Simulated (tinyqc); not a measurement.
Pariser-Parr-Pople SCF with singles CI, for the molecule c1ccc2cccc-2cc1 (SMILES; centres numbered as the heavy atoms are written), step by step. One step of it, computed by the program tinyqc.

Question. Iteration 3: Fock matrix. F_rr = H_rr + P_rr gamma_rr / 2 + sum_(s != r) P_ss gamma_rs; F_rs = H_rs - P_rs gamma_rs / 2; E = tr P (H + F) / 2 + core repulsion sum_(r<s) z_r z_s gamma_rs.

P after iteration 2:
```
            1C         2C         3C         4C         5C         6C         7C         8C
1C    0.910401   0.643164   0.109721  -0.228440   0.029125   0.181755   0.029125  -0.228440
2C    0.643164   1.014367   0.657146  -0.010934  -0.231998   0.006710   0.192485  -0.033469
3C    0.109721   0.657146   0.880216   0.601133   0.022454  -0.226606  -0.098329   0.191082
4C   -0.228440  -0.010934   0.601133   1.018843   0.606270  -0.037483  -0.245217   0.341579
5C    0.029125  -0.231998   0.022454   0.606270   1.125439   0.655656  -0.150619  -0.245217
6C    0.181755   0.006710  -0.226606  -0.037483   0.655656   1.011869   0.655656  -0.037483
7C    0.029125   0.192485  -0.098329  -0.245217  -0.150619   0.655656   1.125439   0.606270
8C   -0.228440  -0.033469   0.191082   0.341579  -0.245217  -0.037483   0.606270   1.018843
9C    0.109721  -0.246248  -0.141194   0.191082  -0.098329  -0.226606   0.022454   0.601133
10C   0.643164  -0.010900  -0.246248  -0.033469   0.192485   0.006710  -0.231998  -0.010934

            9C        10C
1C    0.109721   0.643164
2C   -0.246248  -0.010900
3C   -0.141194  -0.246248
4C    0.191082  -0.033469
5C   -0.098329   0.192485
6C   -0.226606   0.006710
7C    0.022454  -0.231998
8C    0.601133  -0.010934
9C    0.880216   0.657146
10C   0.657146   1.014367
```

core matrix H (eV):
```
             1C          2C          3C          4C          5C          6C          7C          8C
1C   -43.031983   -2.390000    0.000000    0.000000    0.000000    0.000000    0.000000    0.000000
2C    -2.390000  -43.577632   -2.390000    0.000000    0.000000    0.000000    0.000000    0.000000
3C     0.000000   -2.390000  -45.571681   -2.390000    0.000000    0.000000    0.000000    0.000000
4C     0.000000    0.000000   -2.390000  -49.320867   -2.390000    0.000000    0.000000   -2.390000
5C     0.000000    0.000000    0.000000   -2.390000  -44.485192   -2.390000    0.000000    0.000000
6C     0.000000    0.000000    0.000000    0.000000   -2.390000  -42.764948   -2.390000    0.000000
7C     0.000000    0.000000    0.000000    0.000000    0.000000   -2.390000  -44.485192   -2.390000
8C     0.000000    0.000000    0.000000   -2.390000    0.000000    0.000000   -2.390000  -49.320867
9C     0.000000    0.000000    0.000000    0.000000    0.000000    0.000000    0.000000   -2.390000
10C   -2.390000    0.000000    0.000000    0.000000    0.000000    0.000000    0.000000    0.000000

             9C         10C
1C     0.000000   -2.390000
2C     0.000000    0.000000
3C     0.000000    0.000000
4C     0.000000    0.000000
5C     0.000000    0.000000
6C     0.000000    0.000000
7C     0.000000    0.000000
8C    -2.390000    0.000000
9C   -45.571681   -2.390000
10C   -2.390000  -43.577632
```

repulsion gamma_rs (eV):
```
            1C         2C         3C         4C         5C         6C         7C         8C
1C   11.130000   5.346553   3.773205   3.243428   2.467651   2.210308   2.467651   3.243428
2C    5.346553  11.130000   5.345136   3.772577   2.830715   2.369539   2.492411   3.243355
3C    3.773205   5.345136  11.130000   5.344721   3.830358   2.936591   2.921983   3.772727
4C    3.243428   3.772577   5.344721  11.130000   5.346212   4.046371   4.045936   5.345539
5C    2.467651   2.830715   3.830358   5.346212  11.130000   5.344818   4.045107   4.045936
6C    2.210308   2.369539   2.936591   4.046371   5.344818  11.130000   5.344818   4.046371
7C    2.467651   2.492411   2.921983   4.045936   4.045107   5.344818  11.130000   5.346212
8C    3.243428   3.243355   3.772727   5.345539   4.045936   4.046371   5.346212  11.130000
9C    3.773205   3.243627   3.243332   3.772727   2.921983   2.936591   3.830358   5.344721
10C   5.346553   3.773721   3.243627   3.243355   2.492411   2.369539   2.830715   3.772577

            9C        10C
1C    3.773205   5.346553
2C    3.243627   3.773721
3C    3.243332   3.243627
4C    3.772727   3.243355
5C    2.921983   2.492411
6C    2.936591   2.369539
7C    3.830358   2.830715
8C    5.344721   3.772577
9C   11.130000   5.345136
10C   5.345136  11.130000
```

Centres (angstrom, eV; a flat drawing with bonds scaled to 1.40 angstrom):
```
centre          x          y  core charge z          W   gamma_rr
1C       2.531000   0.000000              1  11.160000  11.130000
2C       1.924000   1.261000              1  11.160000  11.130000
3C       0.559000   1.573000              1  11.160000  11.130000
4C      -0.536000   0.700000              1  11.160000  11.130000
5C      -1.867000   1.133000              1  11.160000  11.130000
6C      -2.690000   0.000000              1  11.160000  11.130000
7C      -1.867000  -1.133000              1  11.160000  11.130000
8C      -0.536000  -0.700000              1  11.160000  11.130000
9C       0.559000  -1.573000              1  11.160000  11.130000
10C      1.924000  -1.261000              1  11.160000  11.130000
```

Give: F; pi energy.

Answer.

F (eV):
```
          1C       2C       3C       4C       5C       6C       7C       8C
1C   -6.0764  -4.1094  -0.2070   0.3705  -0.0359  -0.2009  -0.0359   0.3705
2C   -4.1094  -6.1406  -4.1463   0.0206   0.3284  -0.0079  -0.2399   0.0543
3C   -0.2070  -4.1463  -5.8111  -3.9964  -0.0430   0.3327   0.1437  -0.3605
4C    0.3705   0.0206  -3.9964  -5.4452  -4.0106   0.0758   0.4961  -3.3030
5C   -0.0359   0.3284  -0.0430  -4.0106  -5.1025  -4.1422   0.3046   0.4961
6C   -0.2009  -0.0079   0.3327   0.0758  -4.1422  -4.8690  -4.1422   0.0758
7C   -0.0359  -0.2399   0.1437   0.4961   0.3046  -4.1422  -5.1025  -4.0106
8C    0.3705   0.0543  -0.3605  -3.3030   0.4961   0.0758  -4.0106  -5.4452
9C   -0.2070   0.3994   0.2290  -0.3605   0.1437   0.3327  -0.0430  -3.9964
10C  -4.1094   0.0206   0.3994   0.0543  -0.2399  -0.0079   0.3284   0.0206

          9C      10C
1C   -0.2070  -4.1094
2C    0.3994   0.0206
3C    0.2290   0.3994
4C   -0.3605   0.0543
5C    0.1437  -0.2399
6C    0.3327  -0.0079
7C   -0.0430   0.3284
8C   -3.9964   0.0206
9C   -5.8111  -4.1463
10C  -4.1463  -6.1406
```

pi energy = -127.9119 eV
